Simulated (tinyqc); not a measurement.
## Phonon and roughness prefactors from two fields

Inverse problem. At 300 K and high field 1/mu = E^(1/3)/Ap + E^gs/As, E in MV/cm. Find Ap and As.

Parameters, values chosen for the exercise: exponent of the roughness term gs = 2.

mu at E = 0.55 and 0.94 MV/cm (cm^2/(V s)): 400.06523  272.68457

Solution. Two linear equations in 1/Ap and 1/As.

Ap = 389.0 cm^2/(V s)
As = 769.0 cm^2/(V s)

tinyqc, about 0.01 s, one thread, Intel Xeon 2.30GHz (shared host): `OMP_NUM_THREADS=1 python tinyqc.py 2510022 2510023 out.jsonl`
